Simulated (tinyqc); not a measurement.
UHF in the 6-31g basis, for H2, spin multiplicity 3, step by step. Computed by tinyqc, a small Python program that keeps every step (integrals from PySCF). Settings: charge = 0, multiplicity = 3, basis = 6-31g, energy threshold = 1e-09, iteration cap = 83, orthogonalisation = symmetric, start = core, DIIS depth = 3, method = UHF. Command: `OMP_NUM_THREADS=1 python tinyqc.py 27894 27895 out.jsonl` (the two numbers bound the seeds that draw the settings). One thread of a shared host (Intel(R) Xeon(R) Processor @ 2.60GHz), about 0.09 s of CPU time with the checks. Later iterations appear only in the table of the cycle.

## One-electron integrals

Geometry (angstrom):
```
atom         x         y         z
H     0.000000  0.000000  0.000000
H     0.000000  0.000000  0.745000
```

Basis 6-31g: exponents (1/bohr^2) and contraction coefficients of normalised primitives:
```
element  l (shell)   exponent  coefficient
H            s (1)  18.731137     0.033495
H            s (1)   2.825394     0.234727
H            s (1)   0.640122     0.813757
H            s (2)   0.161278     1.000000
```

Overlap, kinetic and nuclear-attraction integrals over the contracted functions; the nuclear repulsion is the sum of Za Zb / Rab.

nuclear repulsion = 0.71030498 hartree

overlap S, lower triangle:
```
          1H 1s     1H 2s     2H 1s     2H 2s
1H 1s  1.000000
1H 2s  0.658292  1.000000
2H 1s  0.450824  0.507291  1.000000
2H 2s  0.507291  0.852290  0.658292  1.000000
```

kinetic energy T (hartree), lower triangle:
```
          1H 1s     1H 2s     2H 1s     2H 2s
1H 1s  1.395678
1H 2s  0.259735  0.241917
2H 1s  0.227433  0.165149  1.395678
2H 2s  0.165149  0.184214  0.259735  0.241917
```

nuclear attraction V (hartree), lower triangle:
```
           1H 1s      1H 2s      2H 1s      2H 2s
1H 1s  -2.352079
1H 2s  -1.178870  -1.167788
2H 1s  -1.028703  -0.940505  -2.352079
2H 2s  -0.940505  -1.036872  -1.178870  -1.167788
```

core Hamiltonian H = T + V (hartree), lower triangle:
```
           1H 1s      1H 2s      2H 1s      2H 2s
1H 1s  -0.956401
1H 2s  -0.919135  -0.925872
2H 1s  -0.801270  -0.775356  -0.956401
2H 2s  -0.775356  -0.852658  -0.919135  -0.925872
```

## Two-electron integrals

Functions are numbered as in S; the eight-fold symmetry (ij|kl) = (ji|kl) = (kl|ij) leaves the list below.

Two-electron integrals (ij|kl) in chemists' order, unique and non-zero (hartree):
```
(11|11) 1.076566   (21|11) 0.578470   (21|21) 0.329423   (22|11) 0.587396
(22|21) 0.361304   (22|22) 0.453150   (31|11) 0.403464   (31|21) 0.229561
(31|22) 0.250324   (31|31) 0.196261   (32|11) 0.344446   (32|21) 0.208741
(32|22) 0.251478   (32|31) 0.185340   (32|32) 0.194675   (33|11) 0.659094
(33|21) 0.406184   (33|22) 0.496985   (33|31) 0.403464   (33|32) 0.439142
(33|33) 1.076566   (41|11) 0.439142   (41|21) 0.250948   (41|22) 0.276747
(41|31) 0.185340   (41|32) 0.171884   (41|33) 0.344446   (41|41) 0.194675
(42|11) 0.479024   (42|21) 0.296262   (42|22) 0.376169   (42|31) 0.222576
(42|32) 0.233302   (42|33) 0.479024   (42|41) 0.233302   (42|42) 0.329167
(43|11) 0.406184   (43|21) 0.250522   (43|22) 0.311795   (43|31) 0.229561
(43|32) 0.250948   (43|33) 0.578470   (43|41) 0.208741   (43|42) 0.296262
(43|43) 0.329423   (44|11) 0.496985   (44|21) 0.311795   (44|22) 0.409165
(44|31) 0.250324   (44|32) 0.276747   (44|33) 0.587396   (44|41) 0.251478
(44|42) 0.376169   (44|43) 0.361304   (44|44) 0.453150
```

## Orthogonalisation

S = U s U^T; symmetric (Loewdin) form X = U s^(-1/2) U^T, so that X^T S X = 1.

eigenvalues of S: 0.097256  0.468815  0.599630  2.834298

X, lower triangle:
```
           1H 1s      1H 2s      2H 1s     2H 2s
1H 1s   1.292254
1H 2s  -0.501312   1.983971
2H 1s  -0.191484   0.074345   1.292254
2H 2s   0.074345  -1.030263  -0.501312  1.983971
```

## Starting guess

The start is the orbitals of the core Hamiltonian; D(s) = C_occ C_occ^T for each spin.

D(alpha) at the start, lower triangle:
```
           1H 1s      1H 2s     2H 1s     2H 2s
1H 1s   0.348498
1H 2s   0.594179   1.765643
2H 1s   0.035814  -0.448355  0.348498
2H 2s  -0.448355  -1.710312  0.594179  1.765643
```

D(beta) at the start, lower triangle:
```
          1H 1s     1H 2s     2H 1s     2H 2s
1H 1s  0.000000
1H 2s  0.000000  0.000000
2H 1s  0.000000  0.000000  0.000000
2H 2s  0.000000  0.000000  0.000000  0.000000
```

## Iteration 1: building the Fock matrix

J_ij = sum D_kl (ij|kl) with D = D(alpha) + D(beta), K_ij = sum D_kl (ik|jl) for each spin; F = H + J - K(s); E = tr D H + tr D J / 2 - 0.5 sum_s tr D(s) K(s) + E_nn.

Coulomb J (hartree), lower triangle:
```
          1H 1s     1H 2s     2H 1s     2H 2s
1H 1s  1.377315
1H 2s  0.811618  0.957860
2H 1s  0.631097  0.638551  1.377315
2H 2s  0.638551  0.837947  0.811618  0.957860
```

exchange K(alpha) (hartree), lower triangle:
```
          1H 1s     1H 2s     2H 1s     2H 2s
1H 1s  0.847496
1H 2s  0.602606  0.507600
2H 1s  0.478227  0.473331  0.847496
2H 2s  0.473331  0.447768  0.602606  0.507600
```

exchange K(beta) (hartree), lower triangle:
```
          1H 1s     1H 2s     2H 1s     2H 2s
1H 1s  0.000000
1H 2s  0.000000  0.000000
2H 1s  0.000000  0.000000  0.000000
2H 2s  0.000000  0.000000  0.000000  0.000000
```

F(alpha) (hartree), lower triangle:
```
           1H 1s      1H 2s      2H 1s      2H 2s
1H 1s  -0.426582
1H 2s  -0.710123  -0.475612
2H 1s  -0.648400  -0.610136  -0.426582
2H 2s  -0.610136  -0.462479  -0.710123  -0.475612
```

F(beta) (hartree), lower triangle:
```
           1H 1s      1H 2s      2H 1s     2H 2s
1H 1s   0.420914
1H 2s  -0.107517   0.031988
2H 1s  -0.170173  -0.136805   0.420914
2H 2s  -0.136805  -0.014711  -0.107517  0.031988
```

total energy of this density = -0.74256517 hartree

## Iteration 1: diagonalisation and new density

Diagonalise F' = X^T F X, C = X C', fill 2 alpha and 0 beta electrons from the bottom; D(s) = C_occ C_occ^T. Each column has its largest component positive (the first on a tie).

F' = X^T F X (alpha) (hartree), lower triangle:
```
           1          2          3         4
1   0.211119
2  -0.693235   0.163589
3  -0.443660  -0.046251   0.211119
4  -0.046251  -0.137585  -0.693235  0.163589
```

orbital energies (alpha) (hartree): MO1 -0.853968, MO2 -0.192730, MO3 0.647432, MO4 1.148682

coefficients C (alpha):
```
            MO1        MO2        MO3        MO4
1H 1s  0.401658   0.313074   0.731894  -1.080932
1H 2s  0.202723   1.447159  -0.710516   1.616857
2H 1s  0.401658  -0.313074   0.731894   1.080932
2H 2s  0.202723  -1.447159  -0.710516  -1.616857
```

F' = X^T F X (beta) (hartree), lower triangle:
```
           1          2          3         4
1   0.901669
2  -0.435558   0.389465
3  -0.365039   0.009644   0.901669
4   0.009644  -0.129064  -0.435558  0.389465
```

orbital energies (beta) (hartree): MO1 -0.049233, MO2 0.311114, MO3 0.846264, MO4 1.474125

coefficients C (beta):
```
            MO1        MO2        MO3        MO4
1H 1s  0.213493   0.074096   0.807105  -1.122916
1H 2s  0.367935   1.760099  -0.640745   1.269073
2H 1s  0.213493  -0.074096   0.807105   1.122916
2H 2s  0.367935  -1.760099  -0.640745  -1.269073
```

D(alpha) after iteration 1, lower triangle:
```
           1H 1s      1H 2s     2H 1s     2H 2s
1H 1s   0.259345
1H 2s   0.534493   2.135366
2H 1s   0.063314  -0.371642  0.259345
2H 2s  -0.371642  -2.053172  0.534493  2.135366
```

D(beta) after iteration 1, lower triangle:
```
          1H 1s     1H 2s     2H 1s     2H 2s
1H 1s  0.000000
1H 2s  0.000000  0.000000
2H 1s  0.000000  0.000000  0.000000
2H 2s  0.000000  0.000000  0.000000  0.000000
```

## Iteration 2: building the Fock matrix

As before.

Coulomb J (hartree), lower triangle:
```
          1H 1s     1H 2s     2H 1s     2H 2s
1H 1s  1.319891
1H 2s  0.783464  0.936516
2H 1s  0.604493  0.615567  1.319891
2H 2s  0.615567  0.818073  0.783464  0.936516
```

exchange K(alpha) (hartree), lower triangle:
```
          1H 1s     1H 2s     2H 1s     2H 2s
1H 1s  0.789318
1H 2s  0.586622  0.516707
2H 1s  0.461570  0.463984  0.789318
2H 2s  0.463984  0.454880  0.586622  0.516707
```

exchange K(beta) (hartree), lower triangle:
```
          1H 1s     1H 2s     2H 1s     2H 2s
1H 1s  0.000000
1H 2s  0.000000  0.000000
2H 1s  0.000000  0.000000  0.000000
2H 2s  0.000000  0.000000  0.000000  0.000000
```

F(alpha) (hartree), lower triangle:
```
           1H 1s      1H 2s      2H 1s      2H 2s
1H 1s  -0.425828
1H 2s  -0.722293  -0.506063
2H 1s  -0.658347  -0.623772  -0.425828
2H 2s  -0.623772  -0.489465  -0.722293  -0.506063
```

F(beta) (hartree), lower triangle:
```
           1H 1s      1H 2s      2H 1s     2H 2s
1H 1s   0.363490
1H 2s  -0.135671   0.010644
2H 1s  -0.196777  -0.159789   0.363490
2H 2s  -0.159789  -0.034585  -0.135671  0.010644
```

total energy of this density = -0.75739184 hartree

## Iteration 2: DIIS over 2 matrices

error matrix X^T (FDS - SDF) X (alpha):
```
           1          2          3          4
1   0.000000   0.022387   0.000000  -0.004175
2  -0.022387   0.000000   0.004175   0.000000
3   0.000000  -0.004175   0.000000   0.022387
4   0.004175   0.000000  -0.022387   0.000000
```

B (overlaps of the stored error matrices):
```
               1              2
1  3.2851360e-02  8.2498390e-03
2  8.2498390e-03  2.0744615e-03
```

Minimise |sum c_i e_i|^2 with sum c_i = 1: solve [B -1; -1 0][c; lambda] = [0; -1] with B_ij = tr e_i^T e_j summed over both spins, and take F = sum c_i F_i.

DIIS coefficients: -0.335142  1.335142

extrapolated F(alpha) (hartree), lower triangle:
```
           1H 1s      1H 2s      2H 1s      2H 2s
1H 1s  -0.425576
1H 2s  -0.726371  -0.516269
2H 1s  -0.661681  -0.628343  -0.425576
2H 2s  -0.628343  -0.498509  -0.726371  -0.516269
```

extrapolated F(beta) (hartree), lower triangle:
```
           1H 1s      1H 2s      2H 1s     2H 2s
1H 1s   0.344245
1H 2s  -0.145107   0.003490
2H 1s  -0.205694  -0.167492   0.344245
2H 2s  -0.167492  -0.041246  -0.145107  0.003490
```

## Iteration 2: diagonalisation and new density

As before.

F' = X^T F X (alpha) (hartree), lower triangle:
```
           1          2          3         4
1   0.226173
2  -0.693346   0.119577
3  -0.455181  -0.051595   0.226173
4  -0.051595  -0.137502  -0.693346  0.119577
```

orbital energies (alpha) (hartree): MO1 -0.875847, MO2 -0.206687, MO3 0.628914, MO4 1.145120

coefficients C (alpha):
```
            MO1        MO2        MO3        MO4
1H 1s  0.389777   0.284598   0.738290  -1.088776
1H 2s  0.214180   1.489093  -0.707147   1.578321
2H 1s  0.389777  -0.284598   0.738290   1.088776
2H 2s  0.214180  -1.489093  -0.707147  -1.578321
```

F' = X^T F X (beta) (hartree), lower triangle:
```
           1          2          3         4
1   0.821050
2  -0.437355   0.378254
3  -0.366213   0.002454   0.821050
4   0.002454  -0.132755  -0.437355  0.378254
```

orbital energies (beta) (hartree): MO1 -0.097152, MO2 0.294374, MO3 0.797487, MO4 1.403899

coefficients C (beta):
```
            MO1        MO2        MO3        MO4
1H 1s  0.244559   0.098438   0.798241  -1.121044
1H 2s  0.342870   1.732155  -0.654500   1.306956
2H 1s  0.244559  -0.098438   0.798241   1.121044
2H 2s  0.342870  -1.732155  -0.654500  -1.306956
```

D(alpha) after iteration 2, lower triangle:
```
           1H 1s      1H 2s     2H 1s     2H 2s
1H 1s   0.232923
1H 2s   0.507276   2.263270
2H 1s   0.070930  -0.340311  0.232923
2H 2s  -0.340311  -2.171524  0.507276  2.263270
```

D(beta) after iteration 2, lower triangle:
```
          1H 1s     1H 2s     2H 1s     2H 2s
1H 1s  0.000000
1H 2s  0.000000  0.000000
2H 1s  0.000000  0.000000  0.000000
2H 2s  0.000000  0.000000  0.000000  0.000000
```

## Iteration 3: building the Fock matrix

As before.

Coulomb J (hartree), lower triangle:
```
          1H 1s     1H 2s     2H 1s     2H 2s
1H 1s  1.300989
1H 2s  0.774146  0.929390
2H 1s  0.595748  0.607971  1.300989
2H 2s  0.607971  0.811447  0.774146  0.929390
```

exchange K(alpha) (hartree), lower triangle:
```
          1H 1s     1H 2s     2H 1s     2H 2s
1H 1s  0.769792
1H 2s  0.580613  0.519016
2H 1s  0.455989  0.460496  0.769792
2H 2s  0.460496  0.456646  0.580613  0.519016
```

exchange K(beta) (hartree), lower triangle:
```
          1H 1s     1H 2s     2H 1s     2H 2s
1H 1s  0.000000
1H 2s  0.000000  0.000000
2H 1s  0.000000  0.000000  0.000000
2H 2s  0.000000  0.000000  0.000000  0.000000
```

F(alpha) (hartree), lower triangle:
```
           1H 1s      1H 2s      2H 1s      2H 2s
1H 1s  -0.425203
1H 2s  -0.725601  -0.515497
2H 1s  -0.661512  -0.627881  -0.425203
2H 2s  -0.627881  -0.497857  -0.725601  -0.515497
```

F(beta) (hartree), lower triangle:
```
           1H 1s      1H 2s      2H 1s     2H 2s
1H 1s   0.344589
1H 2s  -0.144989   0.003518
2H 1s  -0.205522  -0.167385   0.344589
2H 2s  -0.167385  -0.041211  -0.144989  0.003518
```

total energy of this density = -0.75838456 hartree

## Iteration 3: DIIS over 3 matrices

error matrix X^T (FDS - SDF) X (alpha):
```
          1          2         3          4
1  0.000000  -0.000061  0.000000  -0.000348
2  0.000061   0.000000  0.000348   0.000000
3  0.000000  -0.000348  0.000000  -0.000061
4  0.000348   0.000000  0.000061   0.000000
```

B (overlaps of the stored error matrices), lower triangle:
```
                1              2              3
1   3.2851360e-02
2   8.2498390e-03  2.0744615e-03
3  -3.3819170e-06  3.1276317e-07  4.9857550e-07
```

As before.

DIIS coefficients: 0.158717  -0.631418  1.472700

extrapolated F(alpha) (hartree), lower triangle:
```
           1H 1s      1H 2s      2H 1s      2H 2s
1H 1s  -0.425028
1H 2s  -0.725234  -0.515123
2H 1s  -0.661429  -0.627658  -0.425028
2H 2s  -0.627658  -0.497541  -0.725234  -0.515123
```

extrapolated F(beta) (hartree), lower triangle:
```
           1H 1s      1H 2s      2H 1s     2H 2s
1H 1s   0.344768
1H 2s  -0.144925   0.003538
2H 1s  -0.205434  -0.167327   0.344768
2H 2s  -0.167327  -0.041189  -0.144925  0.003538
```

## Iteration 3: diagonalisation and new density

As before.

F' = X^T F X (alpha) (hartree), lower triangle:
```
           1          2          3         4
1   0.225962
2  -0.692033   0.119936
3  -0.455327  -0.051900   0.225962
4  -0.051900  -0.137277  -0.692033  0.119936
```

orbital energies (alpha) (hartree): MO1 -0.874802, MO2 -0.205086, MO3 0.628096, MO4 1.143588

coefficients C (alpha):
```
            MO1        MO2        MO3        MO4
1H 1s  0.390076   0.284264   0.738132  -1.088864
1H 2s  0.213894   1.489577  -0.707234   1.577864
2H 1s  0.390076  -0.284264   0.738132   1.088864
2H 2s  0.213894  -1.489577  -0.707234  -1.577864
```

F' = X^T F X (beta) (hartree), lower triangle:
```
           1          2          3         4
1   0.821645
2  -0.437410   0.378205
3  -0.366166   0.002526   0.821645
4   0.002526  -0.132752  -0.437410  0.378205
```

orbital energies (beta) (hartree): MO1 -0.096917, MO2 0.294337, MO3 0.797850, MO4 1.404430

coefficients C (beta):
```
            MO1        MO2        MO3        MO4
1H 1s  0.244258   0.098276   0.798333  -1.121058
1H 2s  0.343117   1.732343  -0.654371   1.306706
2H 1s  0.244258  -0.098276   0.798333   1.121058
2H 2s  0.343117  -1.732343  -0.654371  -1.306706
```

D(alpha) after iteration 3, lower triangle:
```
           1H 1s      1H 2s     2H 1s     2H 2s
1H 1s   0.232965
1H 2s   0.506868   2.264590
2H 1s   0.071353  -0.339999  0.232965
2H 2s  -0.339999  -2.173089  0.506868  2.264590
```

D(beta) after iteration 3, lower triangle:
```
          1H 1s     1H 2s     2H 1s     2H 2s
1H 1s  0.000000
1H 2s  0.000000  0.000000
2H 1s  0.000000  0.000000  0.000000
2H 2s  0.000000  0.000000  0.000000  0.000000
```

## Iteration 5 (converged): orbitals

converged F(alpha) (hartree), lower triangle:
```
           1H 1s      1H 2s      2H 1s      2H 2s
1H 1s  -0.425265
1H 2s  -0.725591  -0.515414
2H 1s  -0.661676  -0.627898  -0.425265
2H 2s  -0.627898  -0.497773  -0.725591  -0.515414
```

converged F(beta) (hartree), lower triangle:
```
           1H 1s      1H 2s      2H 1s     2H 2s
1H 1s   0.344615
1H 2s  -0.144981   0.003516
2H 1s  -0.205504  -0.167376   0.344615
2H 2s  -0.167376  -0.041213  -0.144981  0.003516
```

As before.

F' = X^T F X (alpha) (hartree), lower triangle:
```
           1          2          3         4
1   0.226004
2  -0.692417   0.119837
3  -0.455489  -0.051812   0.226004
4  -0.051812  -0.137254  -0.692417  0.119837
```

orbital energies (alpha) (hartree): MO1 -0.875196, MO2 -0.205544, MO3 0.628294, MO4 1.144128

coefficients C (alpha):
```
            MO1        MO2        MO3        MO4
1H 1s  0.390066   0.284259   0.738137  -1.088865
1H 2s  0.213903   1.489584  -0.707231   1.577857
2H 1s  0.390066  -0.284259   0.738137   1.088865
2H 2s  0.213903  -1.489584  -0.707231  -1.577857
```

F' = X^T F X (beta) (hartree), lower triangle:
```
           1          2          3         4
1   0.821470
2  -0.437396   0.378215
3  -0.366172   0.002506   0.821470
4   0.002506  -0.132758  -0.437396  0.378215
```

orbital energies (beta) (hartree): MO1 -0.096990, MO2 0.294344, MO3 0.797745, MO4 1.404270

coefficients C (beta):
```
            MO1        MO2        MO3        MO4
1H 1s  0.244338   0.098329   0.798309  -1.121054
1H 2s  0.343051   1.732282  -0.654405   1.306788
2H 1s  0.244338  -0.098329   0.798309   1.121054
2H 2s  0.343051  -1.732282  -0.654405  -1.306788
```

D(alpha) after iteration 5, lower triangle:
```
           1H 1s      1H 2s     2H 1s     2H 2s
1H 1s   0.232955
1H 2s   0.506865   2.264615
2H 1s   0.071348  -0.339992  0.232955
2H 2s  -0.339992  -2.173105  0.506865  2.264615
```

D(beta) after iteration 5, lower triangle:
```
          1H 1s     1H 2s     2H 1s     2H 2s
1H 1s  0.000000
1H 2s  0.000000  0.000000
2H 1s  0.000000  0.000000  0.000000
2H 2s  0.000000  0.000000  0.000000  0.000000
```

## Convergence

Stop when the energy changes by less than 1e-09 hartree and every element of the error matrix X^T (F D S - S D F) X (for each spin) is below 9e-06.

Course of the cycle:
```
iteration  E (hartree)     change  largest element of the error matrix
1          -0.74256517          -                             8.96e-02
2          -0.75739184  -1.48e-02                             2.24e-02
3          -0.75838456  -9.93e-04                             3.48e-04
4          -0.75838481  -2.49e-07                             9.80e-06
5          -0.75838481  -2.19e-10                             1.47e-09
```

PySCF UHF in the same basis, after a stability check = -0.75838481 hartree

Converged in 5 iterations.

## Populations, bond orders and dipole

Mulliken: Z minus the diagonal of D S on the atom; Loewdin: the same with S^(1/2) D S^(1/2); Mayer order: 2 sum_s sum (D(s) S)_ij (D(s) S)_ji over the two atoms.

Charges (e):
```
atom  Mulliken  Loewdin  Mulliken spin
1H    0.000000        0       1.000000
2H           0        0       1.000000
```

Mayer bond orders:
```
pair      order
2-1   -0.228577
```

dipole moment about the origin, x y z (debye): 0.000000  0.000000  0.000000

<S^2> of the determinant (pure state: 2) = 2.000000
